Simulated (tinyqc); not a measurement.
# Depletion-mode phase shifter in a rib waveguide and its Mach-Zehnder modulator: effects of single changes

A lateral p-n junction at x0 in a waveguide whose mode intensity is a Gaussian of rms width s about x = 0; p side at smaller x. Reverse bias removes carriers and raises the index. Abrupt junction, doping uniform over the whole mode, lumped electrode (no travelling-wave effects).

Parameters, values chosen for the exercise; values close to those of silicon near 1550 nm: wavelength lam = 1530 nm; relative permittivity of the semiconductor eps_r = 11.7; acceptor density Na = 2.1e17 cm^-3; donor density Nd = 3.9e17 cm^-3; built-in voltage Vb = 0.87 V; rms width of the lateral mode intensity s = 150 nm; junction offset towards the n side x0 = 60 nm; vertical confinement times ng/n G = 0.94; rib height hr = 310 nm; fringe capacitance Cf = 27 pF/m; series resistance Rs = 6.7 ohm mm; reverse bias V = 2 V; passive loss a0 = 1.2 dB/cm.

Constants: q = 1.602176634e-19 C, eps0 = 8.8541878128e-14 F/cm where lengths are in cm. Results are converted to the units shown.

Each table varies one quantity; the others keep the values above.

## Effect of the donor density

Free-carrier changes (empirical, N and P in cm^-3): |dn| = 8.5e-18 P^0.8 for holes, 8.8e-22 N for electrons; absorption 6e-18 P and 8.5e-18 N in 1/cm. W = sqrt(2 eps0 eps_r (Vb + V)(1/Na + 1/Nd)/q); edges xp = x0 - W Nd/(Na + Nd), xn = x0 + W Na/(Na + Nd); F(x) = [1 + erf(x/(sqrt(2) s))]/2. dneff = G {dn_h [F(xp(0)) - F(xp(V))] + dn_e [F(xn(V)) - F(xn(0))]}; VpiL = lam V/(2 dneff); loss = a0 + 4.343 G {a_h F(xp) + a_e [1 - F(xn)]} dB/cm at V; C = eps0 eps_r hr/W + Cf; fRC = 1/(2 pi Rs C).

Results:
```
Nd (cm^-3)     dneff  VpiL (V cm)  loss (dB/cm)  VpiL x loss (V dB)  C (pF/m)  fRC (GHz)
5e16        4.302e-5        3.556         3.832               13.63     132.9      178.7
1.7e17      7.247e-5        2.111         4.138               8.737     188.6      126.0
3.3e17      8.696e-5        1.759         5.472               9.628     215.8      110.1
6.1e17      9.694e-5        1.578         8.409               13.27     235.4      100.9
1.1e18      1.033e-4        1.481         14.00               20.73     248.4      95.65
2.1e18      1.076e-4        1.422         25.77               36.64     257.3      92.31
4e18        1.100e-4        1.391         48.38               67.31     262.5      90.51
```

Estimate the missing row, Nd = 9.4e16 cm^-3.

Computed row:
```
Nd (cm^-3)     dneff  VpiL (V cm)  loss (dB/cm)  VpiL x loss (V dB)  C (pF/m)  fRC (GHz)
9.4e16      5.781e-5        2.647         3.799               10.06     161.3      147.2
```

With this row back in the table: As Nd goes from 5e16 to 4e18 cm^-3, VpiL falls from 3.56 to 1.39 V cm, the loss goes from 3.83 through a minimum of 3.80 (at Nd = 9.4e16 cm^-3 among the rows listed) to 48.4 dB/cm, their product goes from 13.6 through a minimum of 8.74 (at Nd = 1.7e17 cm^-3 among the rows listed) to 67.3 V dB and fRC falls from 179 to 90.5 GHz. Rs is held fixed, though in a real device it falls with doping.

## Effect of the reverse bias

Same model as above.

Result of one run:
```
V (V)      dneff  VpiL (V cm)  loss (dB/cm)  VpiL x loss (V dB)  C (pF/m)  fRC (GHz)
1.3    6.4535e-5       1.5410        6.4517              9.9423    250.98     94.648
```

What becomes of these results when the reverse bias V is changed from 1.3 to 4.4 V, all else the same?

Result of the changed run:
```
V (V)      dneff  VpiL (V cm)  loss (dB/cm)  VpiL x loss (V dB)  C (pF/m)  fRC (GHz)
4.4    1.5501e-4       2.1715        5.0804              11.032    170.72     139.14
```

The whole series:
```
V (V)      dneff  VpiL (V cm)  loss (dB/cm)  VpiL x loss (V dB)  C (pF/m)  fRC (GHz)
0.5    2.8670e-5       1.3341        7.0006              9.3398    308.89     76.903
1.3    6.4535e-5       1.5410        6.4517              9.9423    250.98     94.648
2.1    9.3350e-5       1.7209        6.0138              10.349    218.45     108.74
2.9    1.1765e-4       1.8857        5.6458              10.647    196.93     120.63
3.6    1.3620e-4       2.0220        5.3651              10.848    183.06     129.77
4.4    1.5501e-4       2.1715        5.0804              11.032    170.72     139.14
5.2    1.7174e-4       2.3163        4.8267              11.180    160.92     147.62
6      1.8675e-4       2.4578        4.5984              11.302    152.88     155.38
```

As V goes from 0.5 to 6 V, VpiL rises from 1.33 to 2.46 V cm, the loss falls from 7.00 to 4.60 dB/cm, their product rises from 9.34 to 11.3 V dB and fRC rises from 76.9 to 155 GHz. dneff goes as V^(0.75) on average, slower than linearly since W grows as a square root.

## Effect of the junction offset towards the n side

Same model as above.

The same in every row: C (pF/m) = 221.8; fRC (GHz) = 107.1.

Effect of the junction offset towards the n side:
```
x0 (nm)     dneff  VpiL (V cm)  loss (dB/cm)  VpiL x loss (V dB)
-150     3.958e-5        3.866         11.31               43.73
-105     5.420e-5        2.823         10.05               28.36
-60      6.890e-5        2.221         8.731               19.39
-15      8.122e-5        1.884         7.518               14.16
30       8.867e-5        1.725         6.541               11.29
75       8.953e-5        1.709         5.881               10.05
120      8.347e-5        1.833         5.545               10.16
165      7.175e-5        2.132         5.475               11.67
```

What does the table show?

As x0 goes from -150 to 165 nm, VpiL goes from 3.87 through a minimum of 1.71 (at x0 = 75 nm among the rows listed) to 2.13 V cm, the loss falls from 11.3 to 5.47 dB/cm, their product goes from 43.7 through a minimum of 10.1 (at x0 = 75 nm among the rows listed) to 11.7 V dB and fRC stays at 107 GHz. In the row of smallest VpiL the p-side edge moves from 16.0 to -32.2 nm and the n-side edge from 107 to 133 nm, against s = 150 nm.

Computed by the program tinyqc: `OMP_NUM_THREADS=1 python tinyqc.py 2650020 2650021 out.jsonl`, one thread of a shared Intel Xeon 2.30GHz, about 0.01 s for the whole run.
